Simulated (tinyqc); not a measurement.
## Trap density from one capacitance

Problem. Traps spread evenly through the insulator exchange electrons with the semiconductor by tunnelling, with tau(x) = t0 exp(2 ka x) at depth x from the interface. The admittance per area Y seen at depth x obeys dY/dx = -Y^2/(i w eps0 eox) + q Nb ln(1 + i w tau)/tau, with Y(0) = i w Cs and w = 2 pi f; the gate sees Y(tox) = G + i w C. Working variable y = Y/(i w), in uF/cm^2. Cox = eps0 eox/tox. Find Nb and G/w.

Parameters, values chosen for the exercise: relative permittivity of the insulator eox = 8.56; insulator thickness tox = 3.1 nm; semiconductor capacitance in accumulation Cs = 1.6 uF/cm^2; decay constant of the wave function in the insulator ka = 4.7 1/nm; time constant of a trap at the interface t0 = 2e-9 s; frequency f = 1e5 Hz.

Constants: q = 1.602176634e-19 C, eps0 = 8.8541878128e-14 F/cm where lengths are in cm. Results are converted to the units shown.

C = 1.1491429 uF/cm^2

Answer. C rises steadily with Nb, so one density matches; in practice ka and t0 must come from the frequency dependence.

Nb = 3.50e19 cm^-3 eV^-1
G/w = 0.0402 uF/cm^2

Computed by the program tinyqc: `OMP_NUM_THREADS=1 python tinyqc.py 2202041 2202042 out.jsonl`, one thread of a shared Intel Xeon 2.30GHz, about 0.4 s for the whole run.
